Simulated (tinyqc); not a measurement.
Worked calculation: regular and subregular solution with a miscibility gap. Computed by tinyqc, a small Python program that keeps every step. Command: `OMP_NUM_THREADS=1 python tinyqc.py 3019577 3019578 out.jsonl regsol walk`. One thread of a shared host (Intel(R) Xeon(R) Processor @ 2.30GHz), about 0.01 s of CPU time with the checks. Intermediate numbers are printed to about 7 digits and carried at full precision; extremes and crossings named in words are read from the listed rows.

Per mole of mixing sites: G(x) = x (1 - x) [L0 + L1 (1 - 2x)] + R T [x ln x + (1 - x) ln(1 - x)], x the fraction of B.

Inputs (values chosen for the exercise, for a model semiconductor alloy):

| quantity | value | unit |
|---|---|---|
| lattice constant a_A | 5.869 | angstrom |
| lattice constant a_B | 6.058 | angstrom |
| constant K | 48700 | kJ angstrom^2.5/mol |
| asymmetry L1 | 0.39 | kJ/mol |
| temperature T | 127 | K |
| start value s0 | 0.45 | - |

Source of L0: delta-lattice-parameter rule.

Constants: R = 8.314462618 J/(mol K).

## Interaction parameter

A bonding enthalpy -K a^(-2.5) with a linear in x gives L0 = 4.375 K (a_A - a_B)^2/abar^4.5, abar the mean lattice constant; eta = (a_B - a_A)/abar.

L0 = 2.464195 kJ/mol

eta = 0.03169280

## G, chemical potentials and activities

G' = L0 (1 - 2x) + L1 (1 - 6x + 6x^2) + R T ln[x/(1 - x)]; G'' = -2 L0 - 6 L1 (1 - 2x) + R T/[x (1 - x)]. mu_A = G - x G', mu_B = G + (1 - x) G', activity = exp(mu/(R T)).

G, G'' and activities at x = 0.02, 0.1, 0.2, 0.35, 0.5, 0.65, 0.8, 0.9, 0.98:

| x | G (kJ/mol) | G'' (kJ/mol) | activity of A | activity of B |
|---|---|---|---|---|
| 0.02 | -0.0478866 | 46.69953 | 0.9813385 | 0.2606855 |
| 0.10 | -0.0934095 | 4.93224 | 0.9301391 | 0.7922940 |
| 0.20 | -0.0966821 | 0.26721 | 0.9072881 | 0.9336803 |
| 0.35 | -0.0964408 | -0.98891 | 0.9300480 | 0.8813767 |
| 0.50 | -0.1158708 | -0.70464 | 0.9827529 | 0.8170396 |
| 0.65 | -0.1496758 | 0.41509 | 0.9985679 | 0.8046881 |
| 0.80 | -0.1715621 | 3.07521 | 0.8494448 | 0.8501868 |
| 0.90 | -0.1495695 | 8.67624 | 0.5533185 | 0.9124456 |
| 0.98 | -0.0625631 | 51.19233 | 0.1357263 | 0.9804922 |

G'' is negative at 2 of the nine compositions (0.35, 0.5), where the solution is unstable.

## Critical point

The spinodal is G'' = 0, R T_s(x) = x (1 - x) [2 L0 + 6 L1 (1 - 2x)]; the critical point is its maximum.

critical composition x_c = 0.3965452

critical temperature T_c = 155.7779 K

L1 > 0 moves the top of the gap to the A-rich side and raises it by 7.6 K over L0/(2 R).

## Spinodal at T

Solve G'' = 0 on each side of x_c.

spinodal x_s1 = 0.2146534

spinodal x_s2 = 0.6071351

Caution: at such a low temperature diffusion in a solid alloy is normally frozen, so this equilibrium would not be reached.

## First Newton step for the common tangent

Common tangent: F1 = G'(x1) - G'(x2) = 0 and F2 = [G - x G'](x1) - [G - x G'](x2) = 0. Newton step: J = [[G''(x1), -G''(x2)], [-x1 G''(x1), x2 G''(x2)]], J dx = -F; a step that would leave 0 < x < 1 is halved until it stays inside. The start is x1 = s0, x2 = 1 - s0.

F (kJ/mol): F1 0.06904793, F2 -0.03413397

J (kJ/mol):
```
            1           2
1  -0.8959794   0.4279794
2   0.4031907  -0.2353887
```

new (x1, x2): 0.4928849  0.4784452

## Binodal by Newton steps

Stop when the step is below 1e-12, or when x1 and x2 meet within 1e-5; residuals under 1e-7 are shown as 0.

Iteration:

| step | x1 | x2 | F1 (kJ/mol) | F2 (kJ/mol) |
|---|---|---|---|---|
| 1 | 0.4500000 | 0.5500000 | 6.904793e-02 | -3.413397e-02 |
| 2 | 0.4928849 | 0.4784452 | -1.108908e-02 | 5.384527e-03 |
| 3 | 0.4854615 | 0.4854877 | 2.010211e-05 | -9.759063e-06 |

solubility limit x1 = 0.4854746

solubility limit x2 = 0.4854746

x1 and x2 run together: x1 = x2 solves both equations trivially, and a start value inside the spinodal, where G'' < 0, can turn the steps inward.

Reruns converge with start value s0 = 0.02. Reruns still fail with start value s0 = 0.3.
